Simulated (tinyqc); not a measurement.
Tunnelling through a gate dielectric with the two-band (Franz) dispersion, WKB transmission and Tsu-Esaki current: effect of temperature.

Electrons leave the emitter at x = 0. Energies E (motion across the layers) are in eV from the emitter Fermi level; the collector Fermi level lies at -V and offers states at every E. No charge in the dielectric and no image force: F1 = V/t1, U = phi1 - F1 x. With C = hbar^2/(2 m0), kappa = sqrt(m u (1 - u/Egx)/C), u = U - E where U > E and 0 elsewhere; T(E) = exp(-S), S = 2 times the integral of kappa over x.

Each layer adds (2/F) sqrt(m/C) [G(u at its left edge) - G(u at its right edge)] to S, with u = U - E (0 where negative) and G(u) = Egx^1.5 (th - sin(4 th)/4)/4, th = arcsin sqrt(u/Egx). J = J0 times the integral of T(E) N(E) dE, N = ln[(1 + exp(-E/Vt))/(1 + exp((-E - V)/Vt))], J0 = q^2 me m0 kB T/(2 pi^2 hbar^3) (times 1e-4 for A/cm^2 per eV), from E = -Ef to far above the barrier (T = 1 there), by quadrature converged to the digits shown.

Inputs (values chosen for the exercise); dielectric values close to those of silicon dioxide:

| symbol | value | unit | meaning |
|---|---|---|---|
| Ef | 0.33 | eV | Fermi energy of the emitter above its band bottom |
| me | 0.86 | m0 | emitter mass in the supply function |
| phi1 | 2.99 | eV | barrier of layer 1 above the emitter Fermi level at zero bias |
| m1 | 0.5 | m0 | tunnelling mass of layer 1 |
| t1 | 4.2 | nm | thickness of layer 1 |
| Egx | 9.5 | eV | gap parameter of the two-band dispersion, set freely |
| V | 4.2 | V | voltage across the dielectric |

Constants: q = 1.602176634e-19 C, kB = 1.380649e-23 J/K, hbar = 1.054571817e-34 J s, m0 = 9.1093837015e-31 kg, Vt = kB T/q, hbar^2/(2 m0) = 0.0380998212 eV nm^2. Results are converted to the units shown.

Results:

| T (K) | J (A/cm^2) | mean E of the current (eV) |
|---|---|---|
| 50 | 0.01927 | -0.1482 |
| 200 | 0.02043 | -0.1394 |
| 300 | 0.02211 | -0.1269 |
| 400 | 0.02476 | -0.1081 |
| 500 | 0.02876 | -0.08143 |
| 600 | 0.03482 | -0.04393 |
| 750 | 0.05096 | 0.04361 |

Estimate the missing row, T = 100 K.

Computed row:

| T (K) | J (A/cm^2) | mean E of the current (eV) |
|---|---|---|
| 100 | 0.01949 | -0.1465 |

With this row back in the table: Between 50 and 300 K the current changes by a factor of 1.15, and between 300 and 750 K by 2.30; the mean energy of the current rises from -0.148 to 0.0436 eV. The transmission grows by a factor e over d = 0.0964 eV near E = 0, equal to kB T/q at 1120 K: far below that temperature the thermal tail adds little.

Computed by the program tinyqc: `OMP_NUM_THREADS=1 python tinyqc.py 2540078 2540079 out.jsonl`, one thread of a shared Intel Xeon 2.30GHz, about 0.02 s for the whole run.
